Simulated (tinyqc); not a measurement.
# Doping and flat-band voltage from the body effect

Problem. VT = Vfb + 2 phiF + gamma sqrt(2 phiF + Vsb), phiF = Vt ln(Na/ni), gamma = sqrt(2 q eps0 eps_r Na)/Cox, Cox = eps0 eox/tox. Find Na, gamma and Vfb from two thresholds.

Parameters, values chosen for the exercise; material values those of a made-up semiconductor:
```
symbol,value,unit,meaning
T,300,K,temperature
eps_r,11.7,,relative permittivity of the semiconductor
eox,25.5,,relative permittivity of the gate insulator
tox,62,nm,insulator thickness
```

Constants: q = 1.602176634e-19 C, kB = 1.380649e-23 J/K, Vt = kB T/q, eps0 = 8.8541878128e-14 F/cm where lengths are in cm. Results are converted to the units shown.

VT at Vsb = 0 and 2.4 V (V): 0.53190521  0.79944244
ni = 5.4966163e9 cm^-3

Solution. The difference of the thresholds, gamma [sqrt(2 phiF + Vsb) - sqrt(2 phiF)], holds no Vfb and rises with Na, so it has one root; Vfb then follows from the first threshold.

Na = 3.60e16 cm^-3
gamma = 0.300 V^0.5
Vfb = -0.550 V

tinyqc, about 0.07 s, one thread, Intel Xeon 2.30GHz (shared host): `OMP_NUM_THREADS=1 python tinyqc.py 2360118 2360119 out.jsonl`
